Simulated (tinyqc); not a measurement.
What each form factor does: empirical-pseudopotential levels.

Empirical pseudopotential on the fcc lattice, atoms at +/- tau, tau = a (1,1,1)/8, no spin-orbit coupling. H(G,G') = c (2 pi/a)^2 |k + G|^2 delta + VS(q) cos(q.tau) + i VA(q) sin(q.tau), q = G - G', c = hbar^2/2m0; k and G in units of 2 pi/a; VS at |q|^2 = 3, 8, 11 and VA at 3, 4, 11, in rydberg, zero elsewhere. The basis is fixed: all 65 G with |G|^2 up to Gcut. Energies are counted from the fourth level at Gamma.

Constants: hbar^2/2m0 = 3.80998211 eV angstrom^2; Ry = 13.60569312 eV.

Values chosen for the exercise (near those of Ge; the results hold for these values, not for the real material): a = 5.649 angstrom (lattice constant); VS3 = -0.234 Ry; VS8 = 0.01 Ry; VS11 = 0.061 Ry; VA3 = 0 Ry; VA4 = 0 Ry; VA11 = 0 Ry; Gcut = 16 (2 pi/a)^2 (largest |G|^2 of the fixed basis).

Lowest empty singlet and triplet at Gamma and the valence width there (fixed basis); lowest empty level at X = (1,0,0) and L = (1/2,1/2,1/2) from the valence top, these levels and that top with all |k + G|^2 up to 21. Singlet and triplet count orbital degeneracy. VS3 is VS at |q|^2 = 3, and so on. The row for a keeps the form factors fixed, so it is no model of a real expansion, which changes them too.

One parameter was then changed.

Results before and after:

| case | singlet (eV) | triplet (eV) | X (eV) | L (eV) | width (eV) |
|---|---|---|---|---|---|
| base | 1.261 | 3.540 | 1.268 | 1.018 | 12.048 |
| changed | 1.828 | 3.773 | 1.547 | 1.399 | 11.858 |

Which of these changes was made? (a) VA3 = 0.03 Ry; (b) VA11 = 0.03 Ry; (c) a = 5.705 angstrom; (d) VS11 = 0.071 Ry; (e) VS3 = -0.224 Ry; (f) VA4 = 0.03 Ry; (g) VS8 = 0.02 Ry.

Answer: (d) VS11 = 0.071 Ry. Of the candidates, run in turn, only this one gives the changed row.

All candidates:

| case | singlet (eV) | triplet (eV) | X (eV) | L (eV) | width (eV) |
|---|---|---|---|---|---|
| base | 1.261 | 3.540 | 1.268 | 1.018 | 12.048 |
| a = 5.705 angstrom | 1.273 | 3.562 | 1.389 | 1.094 | 11.771 |
| VS3 = -0.224 Ry | 1.351 | 3.397 | 1.022 | 0.918 | 12.087 |
| VS8 = 0.02 Ry | 1.787 | 3.478 | 1.341 | 1.259 | 11.950 |
| VS11 = 0.071 Ry | 1.828 | 3.773 | 1.547 | 1.399 | 11.858 |
| VA3 = 0.03 Ry | 1.313 | 3.574 | 0.999 | 1.030 | 12.057 |
| VA4 = 0.03 Ry | 1.230 | 3.635 | 0.878 | 1.079 | 12.052 |
| VA11 = 0.03 Ry | 1.114 | 3.498 | 0.917 | 0.942 | 12.072 |

In a diamond crystal a small VA enters the levels at Gamma and L only in second order, by symmetry, but splits the degenerate pair at X in first order.

Program tinyqc; command `OMP_NUM_THREADS=1 python tinyqc.py 1050684 1050685 out.jsonl`; about 0.3 s on one thread of a shared Intel(R) Xeon(R) Processor @ 2.30GHz.
